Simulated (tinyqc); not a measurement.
# Changing the bias power P_b

Model: global model of a low-pressure process discharge: electron temperature, density, ion flux and ion energy. Computed by tinyqc, a small Python program. Command: `OMP_NUM_THREADS=1 python tinyqc.py 3113404 3113405 out.jsonl plasma sweep`. One thread of a shared host (Intel(R) Xeon(R) Processor @ 2.30GHz), about 0.01 s of CPU time with the checks.

Maxwellian electrons with temperature T_e in eV, one positive ion, no negative ions, uniform bulk density n; rate constants have the Arrhenius form.

Inputs (values chosen for the exercise, of the order of those of an inductive discharge in a simple atomic gas):

| quantity | value | unit |
|---|---|---|
| ion mass M | 32 | u |
| ionisation prefactor K0 | 2.1e-14 | m^3/s |
| ionisation energy E_iz | 12.3 | eV |
| excitation prefactor X0 | 7.1e-15 | m^3/s |
| excitation energy E_ex | 8.81 | eV |
| elastic rate constant K_el | 2e-13 | m^3/s |
| ion-neutral cross section | 8.5e-19 | m^2 |
| pressure p | 1.4 | Pa |
| gas temperature T_g | 600 | K |
| radius R | 19 | cm |
| height L | 20 | cm |
| absorbed power P | 270 | W |
| radius of the biased electrode | 7.5 | cm |
| bias frequency | 0.4 | MHz |

Constants: k_B = 1.380649e-23 J/K; e = 1.602176634e-19 C; u = 1.6605390666e-27 kg; m_0 = 9.1093837015e-31 kg; eps_0 = 8.8541878128e-12 F/m.

Method:
- n_g = p/(k_B T_g); lambda_i = 1/(n_g sigma); h_L = 0.86/sqrt(3 + L/(2 lambda_i)), h_R = 0.8/sqrt(4 + R/lambda_i); A_eff = 2 pi R^2 h_L + 2 pi R L h_R; d_eff = pi R^2 L/A_eff.
- Particle balance: K0 exp(-E_iz/T_e) n_g d_eff = u_B, u_B = sqrt(e T_e/M).
- Root found by bracketing.
- E_c = E_iz + (X0 exp(-E_ex/T_e) E_ex + K_el (3 m_0/M) T_e)/K_iz; wall potential V_s = (T_e/2) ln(M/(2 pi m_0)); E_T = E_c + 2 T_e + T_e/2 + V_s; n = P/(e u_B A_eff E_T); ion current density J = e h_L n u_B; ionised share n/n_g.
- All bias power goes to ions: V_b = P_b/(J pi r^2). Debye length at the sheath edge lambda_D = sqrt(eps_0 T_e/(e h_L n)); Child-law sheath s = (sqrt2/3) lambda_D (2 V/T_e)^(3/4), V = V_b + V_s; ion transit time tau_i = 3 s sqrt(M/(2 e V)); collisions in the sheath s/lambda_i.

One run for each value:

| bias power P_b (W) | bias voltage V_b (V) | sheath width s (mm) | transit time over bias period | s/lambda_i |
|---|---|---|---|---|
| 3.0 | 10.7 | 0.2347 | 0.025578 | 0.0337 |
| 7.3 | 26.1 | 0.3594 | 0.029482 | 0.0516 |
| 18.0 | 64.4 | 0.6222 | 0.035399 | 0.0894 |
| 43.0 | 153.8 | 1.1287 | 0.043172 | 0.1621 |
| 100.0 | 357.8 | 2.0731 | 0.052871 | 0.2978 |
| 250.0 | 894.4 | 4.0742 | 0.066226 | 0.5853 |
| 620.0 | 2218.1 | 8.0143 | 0.082978 | 1.1513 |

Describe the trends.

Over the rows, bias voltage V_b (V) rises from 10.7 to 2220 (exponent d ln y / d ln x about 1.0 throughout); sheath width s (mm) rises from 0.235 to 8.01 (exponent d ln y / d ln x 0.48 between the first rows and 0.74 between the last); transit time over bias period rises from 0.0256 to 0.0830 (exponent d ln y / d ln x 0.16 between the first rows and 0.25 between the last).  Left out: 1500 (the electrode is larger than the chamber or the bias is too high).
